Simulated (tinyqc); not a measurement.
Changing the temperature T: concentration-dependent dopant diffusion with charged defects and the built-in field. Computed by tinyqc, a small Python program. Command: `OMP_NUM_THREADS=1 python tinyqc.py 3029641 3029642 out.jsonl extrinsic sweep`. One thread of a shared host (Intel(R) Xeon(R) Processor @ 2.30GHz), about 0.8 s of CPU time with the checks.

A constant source C_s feeds a half space. The dopant moves through neutral point defects and through charged ones, whose number grows with the majority carrier density n.

Inputs (values chosen for the exercise, modelled on boron in silicon):
```
quantity                        value    unit
neutral prefactor D0x          0.0523  cm^2/s
neutral activation energy E0     3.49      eV
singly charged prefactor D01    0.999  cm^2/s
activation energy E1             3.49      eV
surface concentration C_s     1.5e+20  1/cm^3
junction level C_B            2.1e+15  1/cm^3
time t                             62       s
```

Field enhancement: on.

Constants: k_B = 8.617333262e-05 eV/K.

Method:
- n_i = 3.87e16 T^1.5 exp(-7014/T) per cm^3 (T in kelvin, an empirical form); each D = prefactor x exp(-E/(k_B T)); the intrinsic diffusivity D_i is their sum.
- Temperatures in kelvin are T(C) + 273.15.
- n = C/2 + sqrt(C^2/4 + n_i^2); D(C) = h [Dx + D1 (n/n_i)], h = 1 + C/sqrt(C^2 + 4 n_i^2).
- With y = x/sqrt(D_s t), u = C/C_s and q = -(D/D_s) du/dy: du/dy = -q D_s/D, dq/dy = -(y/2) q D_s/D, u(0) = 1. The surface flux q(0) is shot so that u tends to 0 (LSODA, an adaptive multistep solver, relative tolerance 1e-10). Dose Q = 2 q(0) C_s sqrt(D_s t).
- The junction lies where C = C_B.

One run for each value:
```
temperature T (C)  junction depth x_j (nm)  enhancement D_s/D_i  n_i (1/cm^3)  intrinsic diffusivity D_i (cm^2/s)
850                                   20.4                101.0     2.826e+18                           2.299e-16
900                                   38.0                 72.5     3.937e+18                           1.069e-15
950                                   67.6                 53.4     5.352e+18                           4.383e-15
1050                                 191.9                 30.8     9.288e+18                           5.353e-14
1100                                 308.4                 24.0     1.191e+19                           1.632e-13
1150                                 482.4                 19.1     1.504e+19                           4.599e-13
```

Give the missing row, temperature T (C) = 1000.

Computed row:
```
temperature T (C)  junction depth x_j (nm)  enhancement D_s/D_i  n_i (1/cm^3)  intrinsic diffusivity D_i (cm^2/s)
1000                                 115.9                 40.1     7.119e+18                           1.609e-14
```

Interpolating between the two neighbouring rows (linearly) misses most in intrinsic diffusivity D_i (cm^2/s), by 80 %. Over the rows, junction depth x_j (nm) rises from 20.4 to 482; enhancement D_s/D_i falls from 101 to 19.1. The enhancement drops as T rises, because n_i grows relative to C_s.

Caution (all rows): at such concentrations dopants can cluster or exceed their solubility; the active fraction and the diffusivity then fall below the model.
